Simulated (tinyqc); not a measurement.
## Electron continuity equation in a given potential, Scharfetter-Gummel discretisation: three discretisations compared

Steady state in one dimension: J = q mu n E + q D dn/dx with E = -dpsi/dx and D = mu Vt, dJ/dx = q (n/tau - G), fixed densities nL and nR at the ends. The potential is given, psi = U (x/L)^2, and is not changed by the electrons.

11 equal intervals. Fluxes J_i = (q D/h)(n_(i+1) P_i - n_i Q_i), d_i = (psi_(i+1) - psi_i)/Vt: Scharfetter-Gummel P = B(d), Q = B(-d), B(d) = d/(exp(d) - 1); central P = 1 - d/2, Q = 1 + d/2; upwind P = 1 + max(-d, 0), Q = 1 + max(d, 0). Balance at each inner node: J_i - J_(i-1) = q h (n_i/tau - G). The reference is Scharfetter-Gummel on 2200 intervals.

Inputs (values chosen for the exercise); mobility close to that of silicon at room temperature:
```
symbol,value,unit,meaning
T,300,K,temperature
mu,1360,cm^2/(V s),electron mobility
L,0.13,um,length of the region
nL,4.7e14,cm^-3,density at x = 0
nR,4.3e15,cm^-3,density at x = L
tau,8.7e-13,s,lifetime
G,8.8e25,cm^-3 s^-1,uniform generation rate
U,-0.2,V,potential difference psi(L) - psi(0)
```

Constants: q = 1.602176634e-19 C, kB = 1.380649e-23 J/K, Vt = kB T/q. Results are converted to the units shown.

Densities (cm^-3):

| node | Scharfetter-Gummel | central | upwind | reference |
|---|---|---|---|---|
| 0 | 4.700e14 | 4.700e14 | 4.700e14 | 4.700e14 |
| 1 | 3.330e15 | 3.358e15 | 3.174e15 | 3.341e15 |
| 2 | 5.598e15 | 5.654e15 | 5.220e15 | 5.616e15 |
| 3 | 6.962e15 | 7.040e15 | 6.443e15 | 6.984e15 |
| 4 | 7.431e15 | 7.516e15 | 6.920e15 | 7.452e15 |
| 5 | 7.246e15 | 7.320e15 | 6.859e15 | 7.263e15 |
| 6 | 6.718e15 | 6.769e15 | 6.490e15 | 6.731e15 |
| 7 | 6.093e15 | 6.121e15 | 5.996e15 | 6.102e15 |
| 8 | 5.511e15 | 5.523e15 | 5.490e15 | 5.516e15 |
| 9 | 5.021e15 | 5.024e15 | 5.029e15 | 5.024e15 |
| 10 | 4.623e15 | 4.624e15 | 4.633e15 | 4.625e15 |
| 11 | 4.300e15 | 4.300e15 | 4.300e15 | 4.300e15 |

What does the comparison show?

Largest errors as a share of the largest reference density listed: Scharfetter-Gummel 0.29 %, central 0.86 %, upwind 7.2 %. The largest |d| is 1.34. Upwinding stays positive but acts as if D were larger by the factor 1 + |d|/2, up to 1.67 here.

Range of the model: The drift velocity mu E exceeds 1e7 cm/s somewhere, where real mobilities no longer stay constant.

tinyqc, about 0.01 s, one thread, Intel Xeon 2.30GHz (shared host): `OMP_NUM_THREADS=1 python tinyqc.py 2220140 2220141 out.jsonl`
